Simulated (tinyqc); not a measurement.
Extrapolating accelerated tests: lateral field, substrate current, probability of reaching the oxide barrier and hot-carrier lifetime of a silicon transistor (pseudo-two-dimensional and lucky-electron models). Computed by tinyqc, a small Python program. Command: `OMP_NUM_THREADS=1 python tinyqc.py 3026391 3026392 out.jsonl hotcar walk`. One thread of a shared host (Intel(R) Xeon(R) Processor @ 2.30GHz), about 0.01 s of CPU time with the checks.

Local-field models: a lucky carrier gains its energy at the peak field over a path free of collisions. Voltages are magnitudes.

Inputs (values chosen for the exercise, modelled on a silicon n-channel):
```
quantity                             value                      unit
channel length L                      1400                        nm
oxide thickness t                       40                        nm
junction depth x_j                     220                        nm
mobility mu                            290                cm^2/(V s)
saturation velocity v_s               0.82                  1e7 cm/s
threshold voltage V_T                 0.67                         V
gate voltage V_G                       4.1                         V
drain voltage V_D                        6                         V
ionisation prefactor A_i           2.3e+06                      1/cm
ionisation field B_i                  1.73                     MV/cm
hot-carrier mean free path lambda        7                        nm
oxide barrier phi_b                    3.1                        eV
interface-trap threshold phi_it        3.8                        eV
lifetime constant H                    400  s microampere/micrometre
```

Drain: abrupt.

Constants: eps_0 = 8.8541878128e-12 F/m.

Method:
- C_ox = 3.9 eps_0/t; F_sat = 2 v_s/mu; V_Dsat = V_ov F_sat L/(V_ov + F_sat L), V_ov = V_G - V_T; I_D/W = C_ox v_s (V_ov - V_Dsat).
- Scale length l = 0.22 t^(1/3) x_j^(1/2) (all in cm); F_m = sqrt(((V_D - V_Dsat)/l_e)^2 + F_sat^2), with l_e = l; length of the velocity-saturated region l_e ln((V_D - V_Dsat)/(l_e F_sat) + F_m/F_sat).
- Substrate current I_sub/I_D = (A_i/B_i)(V_D - V_Dsat) exp(-B_i/F_m); probability of reaching the oxide barrier exp(-phi_b/(e lambda F_m)); lifetime tau = (H/(I_D/W)) exp(phi_it/(e lambda F_m)).
- V_10 solves tau = 3.156e8 s at the given V_G. The extrapolation fits ln(tau) against 1/V_D at 1, 1.08, 1.16 and 1.25 times the given V_D (rounded to 3 digits) by least squares and reads off the same tau.

V_Dsat = 2.39319 V

Stress points:
```
V_D (V)  1/V_D (1/V)     tau (s)
6.00         0.16667  1.2789e+11
6.48         0.15432  8.9551e+09
6.96         0.14368  1.0565e+09
7.50         0.13333  1.5033e+08
```

ten-year drain voltage V_10 = 7.2810 V

V_10 from the 1/V_D extrapolation = 7.2791 V

What follows from these numbers?

The extrapolation is 2 mV below the true value.

Extremes, crossings and ranges named in words are read from the listed rows.
